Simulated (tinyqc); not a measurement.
Random telegraph noise from one oxide trap in a small MOSFET: two steps of the calculation.

An acceptor-like trap exchanges electrons with the channel. Inversion charge Q = Cox u, u = n Vt W0(exp((Vg - VT)/(n Vt))), W0 the Lambert function, n = nf, Cox = eps0 eox/tox; linear regime Id = (W/L) mu Q Vd. Relative to threshold the surface potential rises by Vt ln(u/u0) and the oxide voltage by the rest of Vg - VT, with u0 = n Vt W0(1).

Values chosen for this exercise; values of the order met in silicon transistors:
- T = 200 K (temperature)
- eox = 3.9 (relative permittivity of the gate insulator (close to silicon dioxide))
- tox = 1.2 nm (insulator thickness)
- xt = 0.35 nm (depth of the trap from the channel interface)
- nf = 1.14 (body factor)
- W = 47 nm (gate width)
- L = 110 nm (gate length)
- mu = 200 cm^2/(V s) (mobility)
- asc = 0 V s (scattering coefficient of the charged trap)
- Vd = 0.05 V (drain voltage)

Constants: q = 1.602176634e-19 C, kB = 1.380649e-23 J/K, Vt = kB T/q, eps0 = 8.8541878128e-14 F/cm where lengths are in cm. Results are converted to the units shown.

Task 1. Step height. A = W L; threshold step dV = q (1 - xt/tox)/(Cox A); gm/Id = 1/(u + n Vt); relative step dI/I = (gm/Id) dV + asc mu/A. Id as defined.

u = 0.15892698 V
N = 2.8544296e12 cm^-2

Wanted: electrons in the channel N A; dV; gm/Id; number part of dI/I; dI/I; Id; dI.

Result 1.

electrons in the channel N A = 147.57
dV = 0.76283 mV
gm/Id = 5.5999 1/V
number part of dI/I = 0.42718 %
dI/I = 0.42718 %
Id = 1.9540 uA
dI = 8.3472 nA

Task 2. Lorentzian spectrum. Spectrum S(f) = 4 dI^2/{(tc + te)[(1/tc + 1/te)^2 + (2 pi f)^2]}; corner fc = (1/tc + 1/te)/(2 pi); variance dI^2 tc te/(tc + te)^2. Give S at f = 0, at fc and at 10 fc.

tc = 1.3117650 s
te = 1.3722949 s
dI = 8.3472014 nA

Wanted: fc; S(0); S(fc); S(10 fc); rms current.

Result 2.

fc = 0.23731 Hz
S(0) = 4.6706e-17 A^2/Hz
S(fc) = 2.3353e-17 A^2/Hz
S(10 fc) = 4.6244e-19 A^2/Hz
rms current = 4.1725 nA

The rms value is 0.500 of the step; it reaches its largest share, 1/2, when tc = te.

Range of the model: VT is taken as given; short-channel effects and the uneven flow of current among few electrons are left out.

tinyqc, about 0.01 s, one thread, Intel Xeon 2.30GHz (shared host): `OMP_NUM_THREADS=1 python tinyqc.py 2710053 2710054 out.jsonl`
